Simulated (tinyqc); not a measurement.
# Voltage drop against the pad pitch

A grid of 17 by 17 nodes with segments Rx (rows) and Ry (columns); every node draws I1 and the central node kh I1; pads with resistance Rp sit at the nodes whose row and column are multiples of the pitch, counting from 0. The drops u = Vdd - V follow from G u = i, with G the conductance matrix and i the load currents, solved directly.

Parameters, values chosen for the exercise:
```
symbol  value  unit                                   meaning
Vdd         1     V                            supply voltage
Rx       0.17   ohm        resistance of a horizontal segment
Ry        1.1   ohm          resistance of a vertical segment
Rp       0.19   ohm  resistance from a pad node to the supply
kh          3              factor on the load at the hot node
I1       0.15    mA  load current of a node in the large grid
```

Result of one run:

| pads | worst drop (mV) | mean drop (mV) | largest drop at a pad (mV) | largest pad current (mA) | worst drop over Vdd (%) |
|---|---|---|---|---|---|
| 81 | 0.21329 | 0.15367 | 0.13881 | 0.73059 | 0.021329 |

Which pad pitch gave this result: 1, 2, 4 or 16 nodes?

pitch = 2 nodes.

The whole series:

| pitch (nodes) | pads | worst drop (mV) | mean drop (mV) | largest drop at a pad (mV) | largest pad current (mA) | worst drop over Vdd (%) |
|---|---|---|---|---|---|---|
| 1 | 289 | 0.049192 | 0.028697 | 0.049192 | 0.25890 | 0.0049192 |
| 2 | 81 | 0.21329 | 0.15367 | 0.13881 | 0.73059 | 0.021329 |
| 4 | 25 | 0.83749 | 0.63970 | 0.45422 | 2.3906 | 0.083749 |
| 8 | 9 | 2.9446 | 2.4138 | 1.4199 | 7.4731 | 0.29446 |
| 16 | 4 | 10.388 | 8.3238 | 2.0734 | 10.912 | 1.0388 |

The worst drop goes from 0.0492 to 10.4 mV while the number of pads falls from 289 to 4; between the last two rows it goes as pitch^(1.82). The largest drop at a pad is 100 % of the worst drop in the first row and 20.0 % in the last; the rest falls along the wires.

Numbers from tinyqc (`OMP_NUM_THREADS=1 python tinyqc.py 2770211 2770212 out.jsonl`; about 0.1 s on one thread of a shared Intel Xeon 2.30GHz).
